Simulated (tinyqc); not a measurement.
Changing the static constant of the insulator eps_0s: scattering of inversion-layer electrons by surface optical phonons of the gate insulator (remote phonon scattering). Computed by tinyqc, a small Python program. Command: `OMP_NUM_THREADS=1 python tinyqc.py 3110040 3110041 out.jsonl sophonon sweep`. One thread of a shared host (Intel(R) Xeon(R) Processor @ 2.30GHz), about 0.04 s of CPU time with the checks.

One subband with the Fang-Howard envelope; insulator and channel are half-spaces, the gate is far away, and an interlayer only moves the polar surface away by t (its own modes and its permittivity contrast are left out).

Inputs (values chosen for the exercise, modelled on HfO2 on silicon):

| quantity | value | unit |
|---|---|---|
| intermediate constant eps_i | 6.5 | - |
| optical constant eps_inf | 5 | - |
| hbar omega_TO1 | 12.3 | meV |
| hbar omega_TO2 | 49.8 | meV |
| constant of the channel eps_s | 11.7 | - |
| in-plane mass m | 0.197 | m_0 |
| valleys g_v | 2 | - |
| sheet density n | 6e+11 | 1/cm^2 |
| mean distance of the electrons z0 = 3/b | 1.7 | nm |
| interlayer thickness t | 0 | nm |
| temperature T | 300 | K |
| mobility from other processes | 650 | cm^2/(V s) |

Screening by the channel electrons: static.

Constants: k_B = 8.617333262e-05 eV/K; hbar^2/(2 m_0) = 3.80998212 eV angstrom^2; e^2/(4 pi eps_0) = 14.39964548 eV angstrom; hbar = 6.582119569e-16 eV s; e = 1.602176634e-19 C; m_0 = 9.1093837015e-31 kg.

Method:
- eps(w) = eps_inf + (eps_0s - eps_i) w1^2/(w1^2 - w^2) + (eps_i - eps_inf) w2^2/(w2^2 - w^2). Surface modes solve eps(w) + eps_s = 0, a quadratic in w^2; the strength of a mode is g = 2/(w d eps/dw).
- Occupation N = 1/(exp(hbar w/(k_B T)) - 1).
- Density of states D = g_v m/(pi hbar^2); eta = E_F/(k_B T) = ln(exp(n/(D k_B T)) - 1); screening wave number q_s = e^2 D/(2 eps_0 eps_avg) x 1/(1 + exp(-eta)), eps_avg = (eps_s + eps_inf)/2; b = 3/z0.
- For a mode of strength g, without the occupation factor, Area x |M(q)|^2 = e^2 hbar w g/(2 eps_0 q) x (b/(b + q))^6 exp(-2 q t) / (1 + (q_s/q) H(q))^2, H = (1 + 9 x/8 + 3 x^2/8)/(1 + x)^3, x = q/b.
- Approximate momentum relaxation rate, taking tau v alike in the initial and final states: 1/tau = (m/(2 pi hbar^3)) sum over modes and over absorption (N, E' = E + hbar w) and emission (N + 1, E' = E - hbar w > 0) of [(1 - f(E'))/(1 - f(E))] int_0^(2 pi) Area |M(q)|^2 (1 - cos theta) d theta, q^2 = k^2 + k'^2 - 2 k k' cos theta, f the Fermi function; 48 midpoints in theta from 0 to pi.
- mu = (e/m) int tau E f (1 - f) dE/(k_B T int f dE), by 300 midpoints from 0 to (max(eta, 0) + 14) k_B T; Matthiessen sum with the other processes.

One run for each value:

| static constant of the insulator eps_0s | remote-phonon mobility (cm^2/(V s)) | loss of mobility (%) |
|---|---|---|
| 6.8 | 16562 | 3.776 |
| 9.3 | 4623 | 12.327 |
| 13.0 | 2836 | 18.644 |
| 17.0 | 2204 | 22.778 |
| 24.0 | 1741 | 27.181 |
| 32.0 | 1544 | 29.621 |
| 44.0 | 1417 | 31.450 |
| 60.0 | 1364 | 32.267 |

Describe and explain the trends.

Over the rows, remote-phonon mobility (cm^2/(V s)) falls from 16600 to 1360 (exponent d ln y / d ln x -4.1 between the first rows and -0.12 between the last); loss of mobility (%) rises from 3.78 to 32.3 (exponent d ln y / d ln x 3.8 between the first rows and 0.083 between the last). The strengths add up to 1/(eps_s + eps_inf) - 1/(eps_s + eps_0s), which levels off as eps_0s grows, while the lower surface mode moves up.

Caution (all rows): a relaxation time is only an approximation for inelastic scattering, and static or no screening brackets the true dynamic screening only roughly.
